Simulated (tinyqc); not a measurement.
Electron density from the centroid.

Inverse problem. In the Fang-Howard model the centroid is 3/b with b^3 = 6 (mz1/C) q (Nd + 11 Ns/32)/(eps0 eps_r), C = hbar^2/(2 m0), the field in eV/nm. Find b and Ns.

Parameters, values chosen for the exercise; masses and permittivity close to those of silicon (111): relative permittivity eps_r = 11.5; mass along z of valley set A (6 valley(s)) mz1 = 0.261 m0; sheet density of depletion charge Nd = 6.4e11 cm^-2.

Constants: q = 1.602176634e-19 C, hbar = 1.054571817e-34 J s, m0 = 9.1093837015e-31 kg, eps0 = 8.8541878128e-14 F/cm where lengths are in cm, hbar^2/(2 m0) = 0.0380998212 eV nm^2. Results are converted to the units shown.

centroid = 3.1037684 nm

Solution. b = 3/centroid gives Nd + 11 Ns/32, from which the depletion charge is taken off.

b = 0.967 1/nm
Ns = 2.20e12 cm^-2

Computed by the program tinyqc: `OMP_NUM_THREADS=1 python tinyqc.py 2160116 2160117 out.jsonl`, one thread of a shared Intel Xeon 2.30GHz, about 0.5 s for the whole run.
